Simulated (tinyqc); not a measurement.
Charge control and current of a heterostructure field-effect transistor: one step, computed by the program tinyqc. Command: `OMP_NUM_THREADS=1 python tinyqc.py 3004598 3004599 out.jsonl hemt walk`. One thread of a shared host (Intel(R) Xeon(R) Processor @ 2.30GHz), about 0.01 s of CPU time with the checks.

Two subbands in a triangular well; E_F is counted from the conduction band edge of the channel at the interface.

Task: First iteration. Charge control: n_s = C_b (V_G - V_T - E_F/e)/e. Well: mean field F = e n_s/(2 eps eps_0), E_i = (hbar^2/2m)^(1/3) [(3 pi e F/2)(i + 3/4)]^(2/3), i = 0, 1; n_s = D k_B T sum_i ln(1 + exp((E_F - E_i)/k_B T)), D = m/(pi hbar^2), which is solved in closed form for E_F. Iteration from n_s = C_b (V_G - V_T)/(2e): E_F from n_s, n_out from the charge control, n_new = n_s + mixing (n_out - n_s), kept above n_s/10; stop when |n_out/n_s - 1| < 1e-9.

Inputs (values chosen for the exercise, modelled on AlGaN/GaN):

| quantity | value | unit |
|---|---|---|
| channel mass m | 0.21 | m_0 |
| permittivity eps (barrier and channel) | 9.66 | - |
| conduction band offset dE_c | 0.22 | eV |
| gate voltage V_G | 0 | V |
| temperature T | 400 | K |

Charge source: polarisation. Velocity law: smooth.

barrier capacitance C_b = 0.2311661 microfarad/cm^2

threshold voltage V_T = -4.495368 V

Constants: e = 1.602176634e-19 C; k_B = 8.617333262e-05 eV/K; eps_0 = 8.8541878128e-12 F/m; hbar = 1.054571817e-34 J s; m_0 = 9.1093837015e-31 kg; k_B = 1.380649e-23 J/K.

Give: starting n_s; E_0; E_1; E_F; n_out.

Result:

starting n_s = 3.243e+12 1/cm^2

E_0 = 127.9 meV

E_1 = 225.0 meV

E_F = 145.3 meV

n_out = 6.276e+12 1/cm^2

Caution: a density of n_out would put E_F above the conduction band minimum of the barrier, where parallel conduction sets in.
